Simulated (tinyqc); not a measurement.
Approach to the steady line: permeation of metal atoms or ions through a thin barrier or dielectric: time lag, field-aided drift and lifetime. Computed by tinyqc, a small Python program. Command: `OMP_NUM_THREADS=1 python tinyqc.py 3007383 3007384 out.jsonl barrier walk`. One thread of a shared host (Intel(R) Xeon(R) Processor @ 2.30GHz), about 0.01 s of CPU time with the checks.

The film 0 < x < d is empty at first; C = C0 at x = 0 and C = 0 at x = d. dC/dt = D d2C/dx2 - v dC/dx with drift v = D z e V/(k_B T d) (uniform field, no space charge).

Inputs (values chosen for the exercise, for a model case: singly charged ions through a dielectric): thickness d = 22 nm; prefactor D0 = 8.5e-07 cm^2/s; activation energy E = 0.764 eV; concentration at the source side C0 = 3.6e+14 1/cm^3; charge number z = 1; voltage V (positive drives ions across) = -0.051 V; test temperature T = 150 C.

Constants: k_B = 8.617333262e-05 eV/K.

Method:
- D = D0 exp(-E/(k_B T)); time scale d^2/D; Peclet number P = z V/(k_B T), k_B T in eV; 1 nm = 1e-7 cm.
- Temperatures in kelvin are T(C) + 273.15.
- Steady flux J = (D C0/d) P/(1 - exp(-P)); time lag in units of d^2/D: s_L = [P (1 + exp(-P))/(1 - exp(-P)) - 2]/P^2 (P = 0: J = D C0/d, s_L = 1/6).
- Dose through the film Q(s) = C0 d {f (s - s_L) - 2 exp(P/2) sum_(n=1..200) (-1)^n n^2 pi^2 exp(-l_n s)/l_n^2}, l_n = n^2 pi^2 + P^2/4, f = P/(1 - exp(-P)) the relative flux.
- Short-time form for P = 0: Q/(C0 d) = 4 sqrt(s) ierfc(1/(2 sqrt(s))), ierfc(y) = exp(-y^2)/sqrt(pi) - y erfc(y).

Peclet number P = -1.39863

flux relative to D C0/d = 0.458620

time lag s_L = 0.161474

Q/(C0 d):
```
s         series  steady line f (s - s_L)  series without field  short-time form, no field
0.03  2.3771e-06                 -0.06030            4.8419e-06                 4.8419e-06
0.05  1.3141e-04                 -0.05112            2.6934e-04                 2.6934e-04
0.08  1.5526e-03                 -0.03737            3.2066e-03                 3.2066e-03
0.12  7.1501e-03                 -0.01902            1.4887e-02                 1.4887e-02
0.20  2.9176e-02                  0.01767            6.1464e-02                 6.1463e-02
0.30  6.7618e-02                  0.06353            1.4382e-01                 1.4379e-01
0.50  1.5577e-01                  0.15525            3.3479e-01                 3.3326e-01
0.80  2.9286e-01                  0.29284            6.3341e-01                 6.1838e-01
1.20  4.7629e-01                  0.47629            1.0333e+00                 9.7002e-01
```

What does the comparison show, and why?

The dose lies above the steady line at all times and, among these rows, is within 1 % of it from s = 0.5 on (the lag is s_L = 0.161); for a known P the intercept of that line gives D and its slope D C0. The field changes the dose by a factor 0.491 in the first row and 0.461 in the last; at short times the factor tends to exp(P/2) = 0.497.
